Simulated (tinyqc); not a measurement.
Density of states of one tight-binding band of a chain: one step. Histogram.

Inputs chosen for the exercise:
```
symbol  value   unit  meaning
bins    10            bins of the histogram
E_lo    -4.313  eV    lower end of the histogram
E_hi    3.317   eV    upper end
```

Distinct energies:
```
E_k (eV)   points
-4.300000       1
-3.533576       2
-1.630000       2
0.520000        2
2.150000        2
3.013576        2
3.260000        1
```

Question. Count the points in equal bins from E_lo to E_hi; g = count/(all points x bin width).

Give: Histogram.

Answer.

Histogram:
```
from (eV)  to (eV)  points  g (1/eV)
-4.3130    -3.5500       1    0.1092
-3.5500    -2.7870       2    0.2184
-2.7870    -2.0240       0    0.0000
-2.0240    -1.2610       2    0.2184
-1.2610    -0.4980       0    0.0000
-0.4980     0.2650       0    0.0000
0.2650      1.0280       2    0.2184
1.0280      1.7910       0    0.0000
1.7910      2.5540       2    0.2184
2.5540      3.3170       3    0.3277
```

Empty bins: 4 of 10; the fullest holds 3 points. Empty bins inside the band come from the coarse mesh, not from gaps.

tinyqc: `OMP_NUM_THREADS=1 python tinyqc.py 1651288 1651289 out.jsonl`; about 0.01 s, one thread, shared Intel(R) Xeon(R) Processor @ 2.30GHz.
